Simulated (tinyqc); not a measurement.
Deformation-potential model of the L valleys of a conduction band: sweeps and comparisons. A value that a table varies takes the place of the one given here.

Valleys with axes along [111], [1-1-1], [-11-1] and [-1-11], one whole valley each. Herring-Vogt shift of a valley with unit axis a: dE = Xd tr(e) + Xu a.e.a. Non-degenerate shares n_i = exp(-dE_i/kT)/sum_j exp(-dE_j/kT). Inverse mass tensor of a valley: (1 - a a)/mt + a a/ml; the masses are taken as independent of strain.

s11 = (C11 + C12)/((C11 - C12)(C11 + 2 C12)), s12 = -C12/((C11 - C12)(C11 + 2 C12)), s44 = 1/C44; exx = s11 sxx + s12 (syy + szz) and cyclic, exy = s44 sxy/2; tension is positive. A uniaxial stress X along the unit vector n is s_ij = X n_i n_j.

Constants: kB = 8.617333262e-05 eV/K.

Parameters, chosen for this exercise (near those of Ge; the results hold for these values, not for the real material): ml = 1.619 m0 (longitudinal mass); mt = 0.084 m0 (transverse mass); Xd = -6.14 eV (dilation potential); Xu = 16.01 eV (uniaxial potential); C11 = 125.2 GPa; C12 = 47.7 GPa; C44 = 68.9 GPa; load = uniaxial [111] (kind of stress); T = 200 K (temperature); X1 = 0.3 GPa (size of the stress); X = 1.78 GPa (stress).

## Sweep of a uniaxial [111] stress

m_c = 1/(u.M.u) along [1-10] with M = sum_i n_i (inverse mass tensor); gain against zero stress at a fixed scattering time.

Results:
```
X (GPa)  spread (meV)  lowest edge (meV)  n [111]  n [1-1-1]  n [-11-1]  n [-1-11]  m_c (m0)  gain (%)
-1.00           103.3              -73.8    0.993      0.002      0.002      0.002    0.0843      45.7
-0.50            51.6              -36.9    0.870      0.043      0.043      0.043    0.0889      38.2
-0.20            20.7              -14.8    0.525      0.158      0.158      0.158    0.1050      16.9
0.00              0.0                0.0    0.250      0.250      0.250      0.250    0.1228       0.0
0.20             20.7               -5.9    0.091      0.303      0.303      0.303    0.1361      -9.8
0.50             51.6              -14.7    0.016      0.328      0.328      0.328    0.1435     -14.4
1.00            103.3              -29.5    0.001      0.333      0.333      0.333    0.1451     -15.4
```

What does this show, and why?

Along [1-10] the gain is +45.7 % at -1.00 GPa and -15.4 % at 1.00 GPa. The slope at zero stress (from +/- 0.001 GPa), -69.2 % per GPa, carried to the ends would give +69 and -69 %; the response falls behind at both ends, as it saturates once the spread passes a few kT (kT = 17.2 meV, spread up to 103 meV).

## Gain for each load and current direction

Each load has the size X1. Gain m_c(0)/m_c - 1 in per cent from repopulation alone, m_c = 1/(u.M.u), M = sum_i n_i (inverse mass tensor); biaxial means sxx = syy.

Gain (%); + is tension, - compression:
```
load                [100]  [010]  [001]  [110]  [1-10]  [111]
uniaxial [110] (+)    0.0    0.0    0.0   27.2   -27.2   18.1
uniaxial [110] (-)    0.0    0.0    0.0  -27.2    27.2  -18.1
uniaxial [100] (+)    0.0    0.0    0.0    0.0     0.0    0.0
uniaxial [100] (-)    0.0    0.0    0.0    0.0     0.0    0.0
uniaxial [111] (+)    0.0    0.0    0.0   12.2   -12.2   24.4
uniaxial [111] (-)    0.0    0.0    0.0  -25.8    25.8  -51.5
biaxial (001) (+)     0.0    0.0    0.0    0.0     0.0    0.0
biaxial (001) (-)     0.0    0.0    0.0    0.0     0.0    0.0
```

How do the results move?

The largest gain is +27.2 %, for uniaxial [110] (+) with the current along [110] and uniaxial [110] (-) with the current along [1-10]; for a [110] channel it is +27.2 %, under uniaxial [110] (+). No gain or loss appears under biaxial (001) and uniaxial [100]: the valleys stay equivalent.

## Temperature and repopulation

The load is fixed; m_c along [1-10] as 1/(u.M.u).

Results:
```
T (K)  kT (meV)  n [111]  n [1-1-1]  n [-11-1]  n [-1-11]  m_c (m0)
50         4.31    0.000      0.333      0.333      0.333    0.1452
77         6.64    0.000      0.333      0.333      0.333    0.1452
150       12.93    0.000      0.333      0.333      0.333    0.1452
225       19.39    0.000      0.333      0.333      0.333    0.1452
300       25.85    0.000      0.333      0.333      0.333    0.1451
400       34.47    0.002      0.333      0.333      0.333    0.1450
500       43.09    0.005      0.332      0.332      0.332    0.1447
```

What can be read from the table?

The largest share falls from 0.333 at 50 K to 0.332 at 500 K (equal shares: 0.250); m_c goes from 0.1452 to 0.1447, against 0.1228 without stress. Only spread/kT enters, so the small-stress response goes as 1/T.

## What each parameter does

Spread of the valley edges, lowest edge, largest share and m_c along [1-10]. Each row changes one parameter from the base and keeps the others.

Results:
```
case              spread (meV)  lowest edge (meV)  largest share  m_c (m0)
base                    183.83             -52.44         0.3333    0.1452
ml = 1.295 m0           183.83             -52.44         0.3333    0.1437
mt = 0.067 m0           183.83             -52.44         0.3333    0.1167
Xd = -7.368 eV          183.83             -62.35         0.3333    0.1452
Xu = 12.808 eV          147.06             -51.86         0.3333    0.1452
C11 = 150.24 GPa        183.83             -51.78         0.3333    0.1452
C12 = 38.16 GPa         183.83             -53.05         0.3333    0.1452
C44 = 82.68 GPa         153.19             -44.78         0.3333    0.1452
X = 1.424 GPa           147.06             -41.95         0.3333    0.1452
T = 160 K               183.83             -52.44         0.3333    0.1452
```

What does this show?

The largest shifts from the base row, up to three for each result and ties (the steps differ in size, so this ranks the rows, not the parameters). spread (meV): X -36.77, Xu -36.77, C44 -30.64; unchanged at the printed digits by ml, mt, Xd, C11, C12 and T. lowest edge (meV): X +10.49, Xd -9.91, C44 +7.66; unchanged at the printed digits by ml, mt and T. largest share: unchanged at the printed digits by ml, mt, Xd, Xu, C11, C12, C44, X and T. m_c (m0): mt -0.0284, ml -0.0014; unchanged at the printed digits by Xd, Xu, C11, C12, C44, X and T. Xd moves all valleys together, so it shifts the edge and nothing else.

tinyqc: `OMP_NUM_THREADS=1 python tinyqc.py 1081104 1081105 out.jsonl`; about 0.03 s, one thread, shared Intel(R) Xeon(R) Processor @ 2.30GHz.
